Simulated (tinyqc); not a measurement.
# Semiconductor laser, carrier and photon rate equations: several studies

Carrier density N and photon density S in one mode: dN/dt = F1 = eta I/(q V) - (A N + B N^2 + C N^3) - vg g S; dS/dt = F2 = G vg g S + G be B N^2 - S/tp, with g = g0 ln(N/Ntr)/(1 + ec S). Output power P = Fo Eph S V/(G tp). No heating, no carrier transport.

Inputs (values chosen for the exercise):
```
symbol,value,unit,meaning
V,1.5e-11,cm^3,active volume
G,0.049,,confinement factor
vg,7.01e9,cm/s,group velocity
g0,1800,1/cm,gain coefficient
Ntr,2e18,cm^-3,transparency density
ec,9.3e-18,cm^3,gain compression
tp,2.5,ps,photon lifetime
A,8.4e7,1/s,defect recombination coefficient
B,5.1e-11,cm^3/s,radiative coefficient
C,8e-30,cm^6/s,Auger coefficient
be,0.00053,,share of spontaneous emission into the mode
eta,0.74,,injection efficiency
Fo,0.49,,share of cavity losses that is output
Eph,1.27,eV,photon energy
I,9.7,mA,drive current
```

Constants: q = 1.602176634e-19 C. Results are converted to the units shown.

Each table varies one quantity; the others keep the values above.

## Effect of the confinement factor on threshold and bandwidth

gth = 1/(G vg tp), Nth = Ntr exp(gth/g0), Ith = q V (A Nth + B Nth^2 + C Nth^3)/eta. N and S are the steady state (F1 = F2 = 0, S > 0). Jacobian, with a = g0/(N (1 + ec S)) and d = g/(1 + ec S): J11 = -(A + 2 B N + 3 C N^2) - vg a S, J12 = -vg d, J21 = G vg a S + 2 G be B N, J22 = G vg d - 1/tp. wR^2 = det J, gamma = -trace J, fR = wR/(2 pi); the response wR^2/(wR^2 - w^2 + i gamma w) falls to 1/sqrt(2) at w^2 = x + sqrt(x^2 + wR^4), x = wR^2 - gamma^2/2 (f3dB = w/(2 pi)).

Effect of the confinement factor on threshold and bandwidth:

| G | Ith (mA) | P (mW) | fR (GHz) | gamma (1/ns) | f3dB (GHz) |
|---|---|---|---|---|---|
| 0.042 | 6.159 | 1.629 | 1.857 | 1.896 | 2.872 |
| 0.054 | 4.334 | 2.467 | 2.812 | 2.453 | 4.355 |
| 0.069 | 3.349 | 2.921 | 3.683 | 3.290 | 5.702 |
| 0.089 | 2.735 | 3.204 | 4.609 | 4.472 | 7.131 |
| 0.11 | 2.400 | 3.358 | 5.423 | 5.745 | 8.383 |
| 0.15 | 2.077 | 3.508 | 6.716 | 8.204 | 10.37 |

Read the table: what changes, and by how much?

As G goes from 0.042 to 0.15, Ith falls from 6.16 to 2.08 mA, fR rises from 1.86 to 6.72 GHz, gamma rises from 1.90 to 8.20 1/ns and f3dB rises from 2.87 to 10.4 GHz.

## Effect of the gain coefficient on threshold and bandwidth

Same model as above.

Results:

| g0 (1/cm) | Ith (mA) | P (mW) | fR (GHz) | gamma (1/ns) | f3dB (GHz) |
|---|---|---|---|---|---|
| 1500 | 6.4499 | 1.4943 | 1.7360 | 1.9364 | 2.6823 |
| 2000 | 4.2919 | 2.4870 | 2.8421 | 2.3929 | 4.4020 |
| 2500 | 3.3919 | 2.9023 | 3.6362 | 2.8957 | 5.6338 |
| 4200 | 2.3510 | 3.3831 | 5.5890 | 4.6636 | 8.6569 |
| 5400 | 2.0936 | 3.5020 | 6.6491 | 5.9397 | 10.294 |

Estimate the missing row, g0 = 3300 1/cm.

Computed row:

| g0 (1/cm) | Ith (mA) | P (mW) | fR (GHz) | gamma (1/ns) | f3dB (GHz) |
|---|---|---|---|---|---|
| 3300 | 2.7175 | 3.2138 | 4.6500 | 3.7194 | 7.2043 |

With this row back in the table: As g0 goes from 1500 to 5400 1/cm, Ith falls from 6.45 to 2.09 mA, fR rises from 1.74 to 6.65 GHz, gamma rises from 1.94 to 5.94 1/ns and f3dB rises from 2.68 to 10.3 GHz.

## Light against current through threshold

Same model as above.

Result of one run:

| I (mA) | N/Nth | S (cm^-3) | P (mW) | share of carriers lost by stimulated emission (%) |
|---|---|---|---|---|
| 3.9 | 0.8938 | 2.223e11 | 0.002714 | 0.1249 |

What becomes of these results when the drive current I is changed from 3.9 to 5.4 mA, all else the same?

Result of the changed run:

| I (mA) | N/Nth | S (cm^-3) | P (mW) | share of carriers lost by stimulated emission (%) |
|---|---|---|---|---|
| 5.4 | 0.9985 | 1.927e13 | 0.2352 | 9.435 |

The whole series:

| I (mA) | N/Nth | S (cm^-3) | P (mW) | share of carriers lost by stimulated emission (%) |
|---|---|---|---|---|
| 0.98 | 0.4223 | 6.466e9 | 7.895e-5 | -0.005814 |
| 2.5 | 0.7135 | 4.713e10 | 5.754e-4 | 0.02390 |
| 3.9 | 0.8938 | 2.223e11 | 0.002714 | 0.1249 |
| 4.7 | 0.9764 | 1.246e12 | 0.01521 | 0.6767 |
| 5.4 | 0.9985 | 1.927e13 | 0.2352 | 9.435 |
| 7.4 | 1.000 | 9.404e13 | 1.148 | 33.67 |
| 9.8 | 1.001 | 1.843e14 | 2.250 | 49.84 |
| 15 | 1.002 | 3.799e14 | 4.639 | 67.14 |
| 25 | 1.005 | 7.562e14 | 9.233 | 80.19 |

Ith is 4.91 mA. The power rises by a factor of 86.7 between 3.9 and 5.4 mA, while N/Nth goes only from 0.894 to 0.998. Above threshold N is nearly clamped, reaching 1.005 Nth in the last row through gain compression, and the slope between the last two rows is 0.459 W/A, against Fo eta Eph/q = 0.461 W/A.

Numbers from tinyqc (`OMP_NUM_THREADS=1 python tinyqc.py 2840041 2840042 out.jsonl`; about 0.01 s on one thread of a shared Intel Xeon 2.30GHz).
